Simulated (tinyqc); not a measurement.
Tersoff bond-order potential: one step, computed by the program tinyqc. Command: `OMP_NUM_THREADS=1 python tinyqc.py 3016962 3016963 out.jsonl tersoff walk`. One thread of a shared host (Intel(R) Xeon(R) Processor @ 2.30GHz), about 0.01 s of CPU time with the checks.

E = (1/2) sum_(i, j != i) [A exp(-lambda r_ij) - b_ij B exp(-mu r_ij)], b_ij = (1 + (beta zeta_ij)^n)^(-1/(2n)), zeta_ij = sum_(k != i, j) g(theta_ijk), g = 1 + c^2/d^2 - c^2/(d^2 + (h - cos theta)^2), with theta at atom i. Only nearest neighbours count (cut-off function 1 for them, 0 beyond).

Task: Unrelaxed vacancy. Each of the four neighbours loses one bond; its three other bonds now have zeta = 2 g, for the direction that starts at it. E_v = -E + 12 x (1/2)(b(3g) - b(2g)) B exp(-mu r), where -E is the pair-like cost.

Inputs (values chosen for the exercise, modelled on carbon):
```
quantity     value        unit
B           340.36          eV
mu          2.2119  1/angstrom
beta      1.64e-07           -
n           0.7326           -
```

zeta = 658633.1

energy per atom of the diamond lattice = -7.168667 eV

bond order b = 0.8850841

bond length = 1.548799 angstrom

Give: b(2g); unrelaxed vacancy energy E_v.

Result:

b(2g) = 0.9114

unrelaxed vacancy energy E_v = 5.418 eV

Stronger back bonds return 1.751 eV, so E_v is 76 % of the cohesive energy.
